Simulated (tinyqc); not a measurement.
Composition and strain of an epitaxial Si(1-x)Ge(x) layer from Raman and X-ray peaks: one step, computed by the program tinyqc. Command: `OMP_NUM_THREADS=1 python tinyqc.py 3024241 3024242 out.jsonl epiraman walk`. One thread of a shared host (Intel(R) Xeon(R) Processor @ 2.30GHz), about 0.01 s of CPU time with the checks.

A (001) layer, biaxially strained in the plane. The Raman peaks follow empirical lines omega = w0 + c1 x + c3 x^3 + b eps (c3 for Si-Ge alone), with eps the in-plane strain.

Task: Raman peaks. Insert x and eps in the three lines; the strain part is b eps.

Inputs (values chosen for the exercise, modelled on silicon-germanium):
```
quantity                     value  unit
Ge fraction x                  0.4     -
Si-Si: w0                    520.7  1/cm
Si-Si: c1                    -69.2  1/cm
Si-Si: strain coefficient b   -772  1/cm
Si-Ge: w0                    400.4  1/cm
Si-Ge: c1                     25.7  1/cm
Si-Ge: c3                    -32.8  1/cm
Si-Ge: strain coefficient b   -544  1/cm
Ge-Ge: w0                    280.5  1/cm
Ge-Ge: c1                     18.6  1/cm
Ge-Ge: strain coefficient b   -432  1/cm
```

Substrate: silicon.

in-plane strain eps = -11.55399 per mille

Give: Si-Si peak; Si-Ge peak; Ge-Ge peak; strain parts.

Result:

Si-Si peak = 501.9 1/cm

Si-Ge peak = 414.9 1/cm

Ge-Ge peak = 292.9 1/cm

strain parts (1/cm): Si-Si 8.920, Si-Ge 6.285, Ge-Ge 4.991

Read as unstrained, the Si-Si peak would give x = 0.271 in place of 0.4.
